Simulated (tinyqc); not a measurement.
Vacuum evaporation: vapour pressure, source flux, thickness distribution, purity and step coverage: one step, computed by the program tinyqc. Command: `OMP_NUM_THREADS=1 python tinyqc.py 3114277 3114278 out.jsonl evap walk`. One thread of a shared host (Intel(R) Xeon(R) Processor @ 2.30GHz), about 0.01 s of CPU time with the checks.

Molecular flow, unit sticking of the metal, no re-evaporation. The background gas is taken as water vapour (18.015 g/mol, collision diameter 0.37 nm) at 300 K.

Question. Vapour pressure and flux. log10(p_v/Pa) = A - B/T; flux from the surface Phi = p_v/sqrt(2 pi m k_B T), m = M u. Mass loss = Phi x area x m; heat of evaporation = ln(10) R B; d ln Phi/dT = ln(10) B/T^2 - 1/(2 T).

Inputs (values chosen for the exercise, modelled on aluminium, with constants for the liquid):
```
quantity,value,unit
molar mass M,26.98,g/mol
vapour-pressure constant A,10.96,-
vapour-pressure constant B,16210,K
source temperature T,1510,K
source area,7,cm^2
```

Constants: u = 1.6605390666e-27 kg; k_B = 1.380649e-23 J/K; R = 8.314462618 J/(mol K).

Give: vapour pressure p_v; flux Phi; mass loss; heat of evaporation; change of flux per kelvin.

Answer.

vapour pressure p_v = 1.678 Pa

flux Phi = 2.191e+18 1/(cm^2 s)

mass loss = 2.474 g/h

heat of evaporation = 310.3 kJ/mol

change of flux per kelvin = 1.604 %/K

Holding the rate to 1 % needs the temperature to about 0.62 K.
